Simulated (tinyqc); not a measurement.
Worked calculation: shallow donor in effective-mass theory, with valley-orbit splitting. Values are carried at full precision from step to step, so a last printed digit may differ when a step is redone from the rounded ones.

Constants: Ry = 13.60569312 eV; a0 (Bohr radius) = 0.5291772105 angstrom; hbar^2/2m0 = 3.80998211 eV angstrom^2; e^2/(4 pi eps0) = 14.39964547 eV angstrom.

Values chosen for the exercise (near those of a group-V donor in Si; the results hold for these values, not for the real material): ml = 0.881 m0 (longitudinal mass); mt = 0.193 m0 (transverse mass); eps = 11.6 (dielectric constant); a = 24.3 angstrom (trial radius across the axis); b = 14.3 angstrom (trial radius along the axis); E0 = -30.2 meV (single-valley level); D0 = 4.23 meV (central-cell shift); D1 = 3.62 meV (coupling of perpendicular valleys); D2 = 3.01 meV (coupling of opposite valleys); Ds = -35.5 meV (strain splitting: z valleys less the others).

## Hydrogen-like estimates

Ry* = Ry m/eps^2 and a* = a0 eps/m for four choices of one mass: mt, the conductivity mass 3/(1/ml + 2/mt), the density-of-states mass (ml mt^2)^(1/3), and ml.

Estimates:

| mass | m (m0) | Ry* (meV) | a* (angstrom) |
|---|---|---|---|
| mt | 0.1930 | 19.51 | 31.81 |
| conductivity | 0.2609 | 26.38 | 23.53 |
| density of states | 0.3202 | 32.37 | 19.17 |
| ml | 0.8810 | 89.08 | 6.97 |

## Energy of one trial function

One valley: H = -c [(d2/dx2 + d2/dy2)/mt + (d2/dz2)/ml] - q/(eps r), c = hbar^2/2m0, q = e^2/(4 pi eps0). Trial function exp(-sqrt((x^2 + y^2)/a^2 + z^2/b^2)) with a > b: T = (c/3)(2/(mt a^2) + 1/(ml b^2)), V = -(q/eps) atan(u/b)/u, u = sqrt(a^2 - b^2). The central cell of the impurity is left out.

Evaluate T, V and E. Scaling both radii by f changes T to T/f^2 and V to V/f, so the best factor is f = -2T/V, with energy -V^2/(4T).

T = 29.337 meV
V = -59.494 meV
E = -30.158 meV
best scale factor = 0.9862
energy after scaling = -30.163 meV

The virial ratio -V/T is 2.028; it is 2 at the best scale. Scaling gains 0.006 meV.

## Scan over the shape

For each ratio b/a = 0.2, 0.3, ..., 0.9 the best scale follows from a = -2 T1/V1, with T1 and V1 taken at a = 1 angstrom.

Scan:

| b/a | a (angstrom) | b (angstrom) | E (meV) |
|---|---|---|---|
| 0.2 | 56.71 | 11.34 | -15.296 |
| 0.3 | 35.42 | 10.63 | -23.258 |
| 0.4 | 28.24 | 11.30 | -27.801 |
| 0.5 | 25.22 | 12.61 | -29.761 |
| 0.6 | 23.86 | 14.32 | -30.154 |
| 0.7 | 23.29 | 16.31 | -29.678 |
| 0.8 | 23.15 | 18.52 | -28.750 |
| 0.9 | 23.26 | 20.94 | -27.607 |

The best listed ratio is 0.6; (mt/ml)^(1/2) = 0.47 and (mt/ml)^(1/3) = 0.60 are common guesses.

## The minimum

Minimise over a and b. The Mott estimate n_c = (0.25/a_m)^3 uses a_m = (a^2 b)^(1/3); 1/angstrom^3 = 1e24/cm^3.

a = 24.00 angstrom
b = 14.04 angstrom
E = -30.164 meV
a_m = 20.07 angstrom
n_c = 1.93 x 1e18/cm^3

b/a = 0.585. The binding energy is 1.546 times Ry*(mt). The central cell of a real donor shrinks the orbit and raises n_c (3.7 x 1e18/cm^3 for P in Si).

## The valley-orbit matrix

Basis: the 1s envelopes of the valleys +x, -x, +y, -y, +z, -z. Diagonal E0 - D0, element -D2 between opposite valleys and -D1 between perpendicular ones. Strain along [001] adds 2 Ds/3 to the z valleys and -Ds/3 to the others.

Fill it in with the strain.

H (meV), lower triangle:
```
         +x       -x       +y       -y       +z       -z
+x  -22.597
-x   -3.010  -22.597
+y   -3.620   -3.620  -22.597
-y   -3.620   -3.620   -3.010  -22.597
+z   -3.620   -3.620   -3.620   -3.620  -58.097
-z   -3.620   -3.620   -3.620   -3.620   -3.010  -58.097
```

## Levels and ground state

Diagonalise. For the lowest state give the amplitudes (positive) and (sum of amplitudes)^2/6, the contact density relative to no strain.

levels (meV): -64.426  -55.087  -29.527  -19.587  -19.587  -18.367

amplitudes: +x 0.1542, -x 0.1542, +y 0.1542, -y 0.1542, +z 0.6726, -z 0.6726

relative contact density = 0.6416

The z valleys hold 90.5 % of the ground state, against 33.3 % without strain.

## Checks

- Energy from 21 anisotropic Gaussians against the two-parameter function, meV: -30.20 against -30.16.
- Unstrained levels against E0 - D0 - 4 D1 - D2 (A1), E0 - D0 + D2 (T2, threefold) and E0 - D0 + 2 D1 - D2 (E, twofold): they agree to 1e-10 or better.

tinyqc: `OMP_NUM_THREADS=1 python tinyqc.py 1281790 1281791 out.jsonl`; about 0.01 s, one thread, shared Intel(R) Xeon(R) Processor @ 2.30GHz.
